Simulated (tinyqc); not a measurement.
# Cap thickness from the capacitance plateau

Question. With only the buried channel on, 1/C = 1/Cox + (tc + zc)/(eps0 eps_r), Cox = eps0 eox/tox. Find tc and the oxide-equivalent thickness 3.9 eps0/C.

Parameters, values chosen for the exercise; band and dielectric values close to those of silicon:
```
symbol  value  unit                                                                 meaning
eps_r    11.7                                                         relative permittivity
eox       3.9        relative permittivity of the gate insulator (close to silicon dioxide)
tox       3.9    nm                                                     insulator thickness
zc        0.8    nm                    depth of the hole centroid below the top of the SiGe
```

Constants: eps0 = 8.8541878128e-14 F/cm where lengths are in cm. Results are converted to the units shown.

plateau of C/Cox with only the buried channel on = 0.78523490

Solution. The cap and the centroid act as a second capacitor in series with the insulator.

tc = 2.40 nm
equivalent thickness = 4.97 nm

Computed by the program tinyqc: `OMP_NUM_THREADS=1 python tinyqc.py 2042041 2042042 out.jsonl`, one thread of a shared Intel Xeon 2.30GHz, about 0.02 s for the whole run.
